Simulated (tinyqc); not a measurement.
Length of a polyene: Hueckel, PPP and singles CI along the polyenes. Computed by the program tinyqc. 

All-trans chains of carbon centres 1.40 angstrom apart:

| parameter | value |
|---|---|
| beta (eV), times 1 +/- alternation | -2.330000 |
| alternation | 0.120000 |
| W (eV) | 11.160000 |
| gamma_rr (eV) | 11.220000 |
| repulsion formula | MN |

Hueckel uses the same beta without repulsion; CIS keeps all single excitations and so misses the low, doubly excited 2Ag state. W is the valence ionisation energy of a centre, MN the Mataga-Nishimoto formula, f the oscillator strength.

Gaps and excitations (eV):

| centres | Hueckel gap | PPP orbital gap | bright singlet (CIS) | f | lowest triplet (CIS) |
|---|---|---|---|---|---|
| 2 | 5.219 | 10.585 | 8.146 | 0.698 | 2.292 |
| 4 | 3.557 | 8.418 | 5.843 | 0.999 | 1.590 |
| 6 | 2.797 | 7.350 | 4.830 | 1.376 | 1.280 |
| 8 | 2.369 | 6.728 | 4.251 | 1.723 | 1.115 |
| 10 | 2.097 | 6.327 | 3.883 | 2.051 | 1.018 |

The Hueckel gap tends to 4 x alternation x |beta| = 1.12 eV for long chains. Exchange opens the PPP orbital gap, and the attraction of electron and hole brings the bright state 2.44 eV below it at 10 centres; the triplet lies 2.86 eV lower still.
